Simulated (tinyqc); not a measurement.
Inside a calculation. Model: n-type polysilicon, carrier trapping at grain boundaries.

Computed by the program tinyqc: `OMP_NUM_THREADS=1 python tinyqc.py 2830020 2830021 out.jsonl`, one thread of a shared Intel Xeon 2.30GHz, about 0.01 s for the whole run. Printed values are rounded.

One-dimensional grains of size Lg, uniform ionised doping N, monovalent traps Qt at each boundary at a depth Et below (for electrons) or above (for holes) the band edge there, abrupt depletion of width W on each side of a boundary, Boltzmann statistics. xi is the distance from the band edge at the grain centre to the Fermi level. Trapped charge Qt/(1 + exp((xi + VB - Et)/Vt)) = 2 N W, barrier VB = q N W^2/(2 eps0 eps_r).

Values chosen for this exercise; values of the order met in polycrystalline silicon:
```
symbol,value,unit,meaning
T,300,K,temperature
eps_r,11.7,,relative permittivity
NB,2.8e19,cm^-3,conduction-band density of states at T
Lg,29,nm,grain size
Qt,3.6e12,cm^-2,trap density of a grain boundary
Et,0.44,eV,depth of the trap level from the majority band edge at the boundary
ms,0.56,m0,mass for thermionic emission
fe,0.12,,correction factor of the emission rate
N,6.1e17,cm^-3,doping
```

Constants: q = 1.602176634e-19 C, kB = 1.380649e-23 J/K, m0 = 9.1093837015e-31 kg, Vt = kB T/q, eps0 = 8.8541878128e-14 F/cm where lengths are in cm. Results are converted to the units shown.

## Depletion width, Fermi level and barrier

If the trap equation with xi = Vt ln(NB/N) has a root W < Lg/2, the grain is partly depleted; otherwise W = Lg/2 and the trap equation gives xi = Et - VB + Vt ln(Qt/(N Lg) - 1). N* = Qt/Lg.

N* = 1.241379e18 cm^-3
W = 14.5 nm
xi = 0.3417134 V
VB = 0.09917715 V
share of traps filled = 0.4913889

N is 0.491 N*, and the grain is fully depleted; VB = 3.84 Vt.

## Resistivity and effective mobility

n0 = NB exp(-xi/Vt); mean density n0 (1 - 2 W/Lg) by charge balance in a partly depleted grain, and n0 (sqrt(pi)/2) erf(u)/u with u = sqrt(VB/Vt) in a fully depleted one; v = sqrt(kB T/(2 pi ms m0)); barrier resistivity Vt exp(VB/Vt)/(q fe n0 v Lg); grain resistivity (1 - 2 W/Lg)/(q n0 mug); effective mobility 1/(q mean density total resistivity).

n0 = 5.088921e13 cm^-3
mean density = 2.289656e13 cm^-3
v = 3.594792e6 cm/s
barrier resistivity = 1.174919e5 ohm cm
grain resistivity = 0.000000 ohm cm
resistivity = 1.174919e5 ohm cm
effective mobility = 2.320126 cm^2/(V s)

The resistivity is 1.26e6 times that of a single crystal with the same N and mobility mug, and the mean density is 0.00375 % of N.
